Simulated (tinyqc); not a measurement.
Coupled-perturbed Hartree-Fock on RHF in the sto-6g basis, for H6, spin multiplicity 1, step by step. One step of it, computed by the program tinyqc.

Question. Orthogonalisation. S = U s U^T; canonical form X = U s^(-1/2), so that X^T S X = 1. Each column of U has its largest component positive (the first on a tie).

overlap S, order 1H 1s, 2H 1s, 3H 1s, 4H 1s, 5H 1s, 6H 1s:
```
[[1.000000, 0.676755, 0.140967, 0.043088, 0.004869, 0.001139],
 [0.676755, 1.000000, 0.395535, 0.140967, 0.018700, 0.004869],
 [0.140967, 0.395535, 1.000000, 0.676755, 0.140967, 0.043088],
 [0.043088, 0.140967, 0.676755, 1.000000, 0.395535, 0.140967],
 [0.004869, 0.018700, 0.140967, 0.395535, 1.000000, 0.676755],
 [0.001139, 0.004869, 0.043088, 0.140967, 0.676755, 1.000000]]
```

Give: eigenvalues of S; X.

Answer.

eigenvalues of S: [0.1859, 0.2784, 0.4106, 1.2068, 1.7069, 2.2114]

X, order 1H 1s, 2H 1s, 3H 1s, 4H 1s, 5H 1s, 6H 1s:
```
[[0.5916, -0.8648, -0.6923, -0.4088, 0.3735, 0.2018],
 [-0.8964, 0.9887, 0.5048, -0.2408, 0.3796, 0.2672],
 [1.2396, -0.2655, 0.6954, 0.4350, 0.0963, 0.3376],
 [-1.2396, -0.2655, -0.6954, 0.4350, -0.0963, 0.3376],
 [0.8964, 0.9887, -0.5048, -0.2408, -0.3796, 0.2672],
 [-0.5916, -0.8648, 0.6923, -0.4088, -0.3735, 0.2018]]
```
